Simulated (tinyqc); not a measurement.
# Pull-up strength from the switching point

Inverse problem. Transistor (EKV form, voltages against the body): I = 2 n b Vt^2 [F(vp - Vs) - F(vp - Vd)] from drain to source, F(v) = ln^2(1 + exp(v/(2 Vt))), vp = (Vg - VT + sg |Vd - Vs|)/n. n-channel bodies are at 0; for the p-channel device all voltages are counted down from Vdd. b in uA/V^2 gives I in uA. In an inverter In(Vg = Vd = VM) equals Ip at the switching point VM. Find bp and the current there.

Values chosen for this exercise:
- T = 300 K (temperature)
- Vdd = 0.8 V (supply voltage)
- n = 1.35 (slope factor)
- sg = 0.037 (drain-induced barrier lowering)
- VTn = 0.27 V (n-channel threshold)
- VTp = 0.45 V (p-channel threshold (magnitude))
- bn = 260 uA/V^2 (gain factor of the pull-down transistor)

Constants: q = 1.602176634e-19 C, kB = 1.380649e-23 J/K, Vt = kB T/q. Results are converted to the units shown.

VM = 0.320841437 V

Answer. Ip is proportional to bp, so bp is In(VM) over the p-channel current for unit b.

bp = 340 uA/V^2
current at VM = 0.721 uA

Computed by the program tinyqc: `OMP_NUM_THREADS=1 python tinyqc.py 2340120 2340121 out.jsonl`, one thread of a shared Intel Xeon 2.30GHz, about 0.04 s for the whole run.
